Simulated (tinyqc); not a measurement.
Inside a calculation. Method: Born-Oppenheimer dynamics on the UHF/sto-6g surface (energies and gradients from PySCF), for BeH, spin multiplicity 2. Computed by tinyqc, a small Python program that keeps every step (integrals from PySCF). Settings: charge = 0, multiplicity = 2, basis = sto-6g, time step (fs) = 0.5, steps = 24. Command: `OMP_NUM_THREADS=1 python tinyqc.py 26154 26155 out.jsonl` (the two numbers bound the seeds that draw the settings). One thread of a shared host (Intel(R) Xeon(R) Processor @ 2.60GHz), about 4 s of CPU time with the checks.

positions (bohr):
```
            x         y         z
1Be  0.000000  0.000000  0.000000
2H   0.000000  0.000000  2.513336
```

The total energy should stay constant up to terms of order dt^2; the step counts as short enough if it moves by less than 2 % of the largest kinetic energy.

Trajectory:
```
time (fs)  1Be-2H (angstrom)  potential (hartree)  kinetic (hartree)  total (hartree)
0.000000            1.330000         -15.09441950         0.00007930     -15.09434020
0.500000            1.332048         -15.09436302         0.00002355     -15.09433947
1.000000            1.332048         -15.09436302         0.00002355     -15.09433947
1.500000            1.330000         -15.09441948         0.00007928     -15.09434020
2.000000            1.326011         -15.09452092         0.00017939     -15.09434153
2.500000            1.320285         -15.09464634         0.00030311     -15.09434323
3.000000            1.313128         -15.09476905         0.00042408     -15.09434497
3.500000            1.304925         -15.09486183         0.00051544     -15.09434639
4.000000            1.296135         -15.09490282         0.00055568     -15.09434715
4.500000            1.287264         -15.09488088         0.00053389     -15.09434699
5.000000            1.278839         -15.09479922         0.00045333     -15.09434589
5.500000            1.271378         -15.09467589         0.00033184     -15.09434404
6.000000            1.265353         -15.09454036         0.00019846     -15.09434190
6.500000            1.261156         -15.09442654         0.00008650     -15.09434004
7.000000            1.259063         -15.09436375         0.00002476     -15.09433899
7.500000            1.259215         -15.09436845         0.00002938     -15.09433907
8.000000            1.261602         -15.09443941         0.00009916     -15.09434025
8.500000            1.266064         -15.09455805         0.00021586     -15.09434219
9.000000            1.272307         -15.09469390         0.00034958     -15.09434432
9.500000            1.279926         -15.09481316         0.00046707     -15.09434609
10.000000           1.288442         -15.09488753         0.00054046     -15.09434707
10.500000           1.297333         -15.09490086         0.00055377     -15.09434709
11.000000           1.306072         -15.09485198         0.00050575     -15.09434623
11.500000           1.314160         -15.09475373         0.00040898     -15.09434475
12.000000           1.321146         -15.09462903         0.00028604     -15.09434299
```

Is the time step short enough?

Yes. The total energy moves within 8.2e-06 hartree, under 2 % of the largest kinetic energy.
